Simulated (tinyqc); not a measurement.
Surface photovoltage measurement of the minority-carrier diffusion length in a wafer: one step, computed by the program tinyqc.

Low injection, steady light, a depletion layer much thinner than 1/alpha and L. The excess density dn is taken at the front edge of the neutral region; light that reaches the back is lost.

Task: One wavelength. alpha = (84.732/lambda - 76.417)^2 per cm with lambda in micrometre (an empirical fit for silicon between 0.7 and 1.05 micrometre). Thick wafer: dn = Phi L/((S_f + D/L)(L + 1/alpha)). Finite wafer, with s = S_b L/D, w = W/L, a = alpha L: dn = [Phi a/(a^2 - 1)] [a - B - exp(-alpha W)(a - s)/(cosh w + s sinh w)]/(S_f + B D/L), B = (sinh w + s cosh w)/(cosh w + s sinh w). Photovoltage V = (k_B T/e) ln(1 + dn/n_0). Lifetime = L^2/D.

Inputs (values chosen for the exercise, modelled on p-type silicon at room temperature): diffusion length L = 150 micrometre; wafer thickness W = 625 micrometre; diffusivity D = 32.4 cm^2/s; front recombination velocity S_f = 38000 cm/s; back recombination velocity S_b = 4700 cm/s; photon flux entering = 2.8e+12 1/(cm^2 s); minority density at the surface barrier scale n_0 = 2.5e+09 1/cm^3; temperature T = 298 K; wavelength = 865 nm.

Constants: k_B = 8.617333262e-05 eV/K.

Give: alpha; penetration depth 1/alpha; dn, thick wafer; B; dn, finite wafer; photovoltage V; lifetime.

Result:

alpha = 463.93 1/cm

penetration depth 1/alpha = 21.555 micrometre

dn, thick wafer = 6.0961e+07 1/cm^3

B = 1.0002

dn, finite wafer = 6.0959e+07 1/cm^3

photovoltage V = 0.61865 mV

lifetime = 6.9444 microsecond
